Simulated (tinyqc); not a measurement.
Which input was changed? Model: permeation of metal atoms or ions through a thin barrier or dielectric: time lag, field-aided drift and lifetime. Computed by tinyqc, a small Python program. Command: `OMP_NUM_THREADS=1 python tinyqc.py 3022743 3022744 out.jsonl barrier which`. One thread of a shared host (Intel(R) Xeon(R) Processor @ 2.30GHz), about 0.2 s of CPU time with the checks.

The film 0 < x < d is empty at first; C = C0 at x = 0 and C = 0 at x = d. dC/dt = D d2C/dx2 - v dC/dx with drift v = D z e V/(k_B T d) (uniform field, no space charge).

Inputs (values chosen for the exercise, for a model case: singly charged ions through a dielectric):
```
quantity                                   value    unit
thickness d                                   86      nm
prefactor D0                             4.8e-06  cm^2/s
activation energy E                        0.741      eV
concentration at the source side C0      2.4e+14  1/cm^3
charge number z                                1       -
voltage V (positive drives ions across)     0.55       V
critical dose Q_c                          3e+08  1/cm^2
test temperature T                           250       C
use temperature T_u                          100       C
```

Constants: k_B = 8.617333262e-05 eV/K.

Method:
- D = D0 exp(-E/(k_B T)); time scale d^2/D; Peclet number P = z V/(k_B T), k_B T in eV; 1 nm = 1e-7 cm.
- Temperatures in kelvin are T(C) + 273.15.
- Steady flux J = (D C0/d) P/(1 - exp(-P)); time lag in units of d^2/D: s_L = [P (1 + exp(-P))/(1 - exp(-P)) - 2]/P^2 (P = 0: J = D C0/d, s_L = 1/6).
- Dose through the film Q(s) = C0 d {f (s - s_L) - 2 exp(P/2) sum_(n=1..200) (-1)^n n^2 pi^2 exp(-l_n s)/l_n^2}, l_n = n^2 pi^2 + P^2/4, f = P/(1 - exp(-P)) the relative flux.
- Solve Q = Q_c for s. At the use temperature D and P take T_u, with the same C0 and V; 1 year = 3.15576e7 s.

Task: One of these inputs alone was changed, within the range given: thickness d (43 to 172); prefactor D0 (2.4e-06 to 9.6e-06); concentration at the source side C0 (1.2e+14 to 4.8e+14); test temperature T (125 to 400). Which one, and to what value?

Results:
```
run     time lag (s)  failure time at T (s)  steady flux J (1/(cm^2 s))
before      14.52379               15.04976                1.188169e+08
after       21.65018               21.27657                9.731673e+07
```

Result:

Each candidate set to reproduce time lag, and what it then gives:
```
candidate                                         range searched  value needed  failure time at T (s)  steady flux J (1/(cm^2 s))
thickness d (nm)                                       43 to 172         105.0                 21.277                  9.7317e+07
prefactor D0 (cm^2/s)                         2.4e-06 to 9.6e-06      3.220e-6                 22.434                  7.9707e+07
concentration at the source side C0 (1/cm^3)  1.2e+14 to 4.8e+14     no effect                      -                           -
test temperature T (C)                                125 to 400         237.0                 22.462                  8.0096e+07
```

Only thickness d fits every result: it went from 86 to 105 nm. The next best candidate, test temperature T, misses one result by 18 %.

Caution: grain boundaries, pinholes, trapping and space charge are left out; thin real barriers usually fail at defects.
